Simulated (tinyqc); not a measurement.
Thickness from the minima: X-ray reflectivity of a thin film on silicon: critical angles, Parratt recursion, fringes and roughness. Computed by tinyqc, a small Python program. Command: `OMP_NUM_THREADS=1 python tinyqc.py 3121470 3121471 out.jsonl xrr walk`. One thread of a shared host (Intel(R) Xeon(R) Processor @ 2.30GHz), about 0.01 s of CPU time with the checks.

n = 1 - delta + i beta; the classical electron radius is r_e = 2.8179403e-6 nm. Layer 0 is vacuum, 1 the film, 2 the substrate.

Inputs (values chosen for the exercise, modelled on HfO2 on silicon, copper K-alpha radiation):
```
quantity                                        value     unit
wavelength lambda                             0.15406       nm
film density rho                                 9.15   g/cm^3
effective electrons per unit mass, film         0.419    mol/g
beta/delta, film                                0.082        -
film thickness d                                 44.7       nm
roughness of the surface sigma_1                 0.62       nm
roughness of the interface sigma_2               0.15       nm
substrate density                                2.33   g/cm^3
effective electrons per unit mass, substrate    0.507    mol/g
beta/delta, substrate                           0.023        -
grazing angle theta                              2.45  degrees
```

Constants: N_A = 6.02214076e+23 1/mol.

Method:
- delta = r_e lambda^2 rho_e/(2 pi), rho_e = density x electrons per mass x N_A; critical angle sqrt(2 delta), q_c = 4 sqrt(pi r_e rho_e).
- k_j = (2 pi/lambda) sqrt(sin^2 theta - 2 delta_j + 2 i beta_j); r_ij = (k_i - k_j)/(k_i + k_j) x exp(-2 k_i k_j sigma^2) (Nevot-Croce); r = (r_01 + r_12 p)/(1 + r_01 r_12 p), p = exp(2 i k_1 d); R = |r|^2.
- Far above the critical angle the period is d theta = lambda/(2 d), or 2 pi/d in q; the envelope runs between (|r_01| - |r_12 p|)^2 and (|r_01| + |r_12 p|)^2; contrast = 2 a b/(a^2 + b^2) with a = |r_01|, b = |r_12 p|; roughness factors on the amplitudes are about exp(-q^2 sigma^2/2).
- Minima of R theta^4 are located on 6001 points over 7.5 periods, from 1.15 times the larger critical angle. With refraction, sin^2(theta_m) = 2 delta + m^2 (lambda/(2 d))^2, m integer or half-integer; the first six minima are used, and the first order is the one that minimises the largest residual of the least-squares line plus the distance of its intercept from 2 delta. Without refraction, d = lambda/(2 x mean step of sin theta).

Constants:
```
layer      rho_e (1/nm^3)        delta         beta  critical angle (degrees)  q_c (1/nm)
film              2308.80  2.45764e-05  2.01526e-06                  0.401695    0.571865
substrate          711.40  7.57263e-06  1.74170e-07                  0.222977    0.317437
```

period in theta = 0.0987359 degrees

Minima:
```
order m  theta (degrees)  sin^2 theta
3                0.50021   7.6216e-05
4                0.56414   9.6943e-05
5                0.63708   1.2363e-04
6                0.71632   1.5629e-04
7                0.80000   1.9494e-04
8                0.88664   2.3945e-04
```

d with refraction = 44.709 nm

d without refraction = 57.111 nm

What follows from these numbers?

Against d = 44.7 nm the errors are +0.02 % with and +27.76 % without refraction. The orders are integers, as r_01 and r_12 have opposite signs for a film denser than the substrate.

Extremes, crossings and ranges named in words are read from the listed rows.
